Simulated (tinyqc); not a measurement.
Junction parameters from two forward currents.

Problem. D(v) = J1 (exp(v/Vt) - 1) + J2 (exp(v/(2 Vt)) - 1). Find J1, J2 and the voltage 2 Vt ln(J2/J1) near which both parts are equal.

Values chosen for this exercise: temperature T = 300 K.

Constants: q = 1.602176634e-19 C, kB = 1.380649e-23 J/K, Vt = kB T/q. Results are converted to the units shown.

junction voltages (V): 0.34  0.6
currents (uA/um): 7.3666883e-6  0.0057799524

Answer. The current is linear in J1 and J2, so two points give two equations.

J1 = 3.90e-13 uA/um
J2 = 1.00e-8 uA/um
crossover = 0.525 V

tinyqc, about 0.2 s, one thread, Intel Xeon 2.30GHz (shared host): `OMP_NUM_THREADS=1 python tinyqc.py 2182273 2182274 out.jsonl`
